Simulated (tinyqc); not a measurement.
What moves the tail: Franz-Keldysh effect at a direct gap.

Parabolic bands, vertical transitions, no excitons. For each hole band j: mr = me mj/(me + mj); joint density of states J_j(E) = (mr/c)^(3/2) sqrt(E - Eg)/(2 pi^2), both spins, c = hbar^2/2m0; averaged matrix element |e.p|^2 = m0 Ep/6; alpha_j(E) = 4 pi^2 alpha_f c Ep J_j/(3 nr E) in 1/angstrom (alpha_f the fine-structure constant, listed as alpha among the constants), times 1e8 for 1/cm.

In a field Fd (1 kV/cm = 1e-5 V/angstrom) the electro-optic energy of band j is th = (c (e Fd)^2/mr)^(1/3), and sqrt(E - Eg) in J_j is replaced by pi sqrt(th) [Ai'(b)^2 - b Ai(b)^2] with b = (Eg - E)/th; Ai is the Airy function.

Constants: hbar^2/2m0 = 3.80998211 eV angstrom^2; fine-structure constant alpha = 0.007297352564.

Values chosen for the exercise (near those of InP; the results hold for these values, not for the real material):
- Eg = 1.324 eV (direct gap)
- me = 0.0785 m0 (electron mass)
- mhh = 0.62 m0 (heavy-hole mass)
- mlh = 0.0915 m0 (light-hole mass)
- Ep = 21.4 eV (Kane energy)
- nr = 3.43 (refractive index)
- Fd = 110 kV/cm (uniform field)
- det = 60 meV (detuning below the gap)

At E = Eg - det. Each row changes one parameter from the base and keeps the others.

Results:

| case | th heavy (meV) | alpha (1/cm) |
|---|---|---|
| base | 40.446 | 52.34 |
| Fd = 143 kV/cm | 48.176 | 105.5 |
| det = 70 meV | 40.446 | 27.15 |
| me = 0.0903 m0 | 38.817 | 52.16 |
| mlh = 0.119 m0 | 40.446 | 52.77 |
| Ep = 23.5 eV | 40.446 | 57.47 |
| nr = 3.6 | 40.446 | 49.87 |

The largest shifts from the base row, up to three for each result and ties (the steps differ in size, so this ranks the rows, not the parameters). th heavy (meV): Fd +7.731, me -1.628; unchanged at the printed digits by det, mlh, Ep and nr. alpha (1/cm): Fd +53.1, det -25.2, Ep +5.14.

(tinyqc, `OMP_NUM_THREADS=1 python tinyqc.py 1651817 1651818 out.jsonl`, Intel(R) Xeon(R) Processor @ 2.30GHz, 1 thread, shared host, about 0.01 s.)
